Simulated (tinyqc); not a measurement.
# Tunnel rates from the two plateau currents

Question. With only the 0-1 transition of a spin-degenerate level in the bias window, I = 2 q G_in G_out/(2 G_in + G_out). Find GL and GR.

Constants: q = 1.602176634e-19 C. Results are converted to the units shown.

sizes of the plateau currents for electrons entering from the left and from the right (pA): [16.137031, 8.7278105]

Answer. q/I(left) = 1/GR + 1/(2 GL) and q/I(right) = 1/GL + 1/(2 GR) are linear in 1/GL and 1/GR.

GL = 0.05600 1/ns
GR = 1.000 1/ns

Computed by the program tinyqc: `OMP_NUM_THREADS=1 python tinyqc.py 2780015 2780016 out.jsonl`, one thread of a shared Intel Xeon 2.30GHz, about 0.01 s for the whole run.
